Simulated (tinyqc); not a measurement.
Levels of description: finite square well with mass mismatch (envelope functions).

A square well of width L and depth V0, mass mw inside and mb outside, energies from the bottom of the well, c = hbar^2/2m0. k = sqrt(mw E/c), kappa = sqrt(mb (V0 - E)/c). psi and psi'/m are continuous at the walls (BenDaniel-Duke), so level n solves k L + 2 atan[(k/mw)/(kappa/mb)] = n pi.

Non-parabolic bands: mw is replaced by mw (1 + alpha_w E) and mb by mb (1 - alpha_b (V0 - E)), in k, kappa and the matching condition alike.

Constants: hbar^2/2m0 = 3.80998211 eV angstrom^2.

Parameters, chosen for this exercise (near those of the heavy valleys of a Si film in SiO2; the results hold for these values, not for the real material):
- L = 11 angstrom (well width)
- V0 = 3.211 eV (barrier height)
- mw = 0.917 m0 (mass in the well)
- mb = 0.494 m0 (mass in the barrier)
- alpha_w = 0.54 1/eV (non-parabolicity in the well)
- alpha_b = 0.16 1/eV (non-parabolicity in the barrier)

The same well five ways. mb = mw: the barrier takes the mass of the well. psi' continuous: kappa holds mb but the condition drops the masses, k L + 2 atan(k/kappa) = n pi. The last column is measured against BenDaniel-Duke.

Cases:

| model |
|---|
| infinite walls |
| mb = mw |
| BenDaniel-Duke |
| psi' continuous |
| non-parabolic |

Rank the cases by E1, lowest first.

Answer: psi' continuous, mb = mw, non-parabolic, BenDaniel-Duke, infinite walls.

Levels (eV):

| model | E1 | E2 | E3 | E1 - E1(BDD) (meV) |
|---|---|---|---|---|
| infinite walls | 0.3389 | 1.3556 | 3.0501 | 85.2 |
| mb = mw | 0.2317 | 0.9135 | 1.9898 | -22.0 |
| BenDaniel-Duke | 0.2537 | 0.9907 | 2.1096 | 0.0 |
| psi' continuous | 0.2069 | 0.8332 | 1.8762 | -46.8 |
| non-parabolic | 0.2470 | 0.7935 | 1.4390 | -6.7 |

Hard walls put E1 85.2 meV too high. Ignoring the mass step moves it by -22.0 meV and the wrong matching by -46.8 meV: with mb/mw = 0.54, continuity of psi'/m lets the slope outside be 0.54 times the slope inside, which acts like a harder wall. Non-parabolicity shifts E1 by -6.7 meV, the balance of a heavier mass in the well, which lowers it, and a lighter mass deep in the barrier, which hardens the wall. Among the finite wells the largest departure in E1 is that of the model 'psi' continuous'.

Program tinyqc; command `OMP_NUM_THREADS=1 python tinyqc.py 1251657 1251658 out.jsonl`; about 0.01 s on one thread of a shared Intel(R) Xeon(R) Processor @ 2.30GHz.
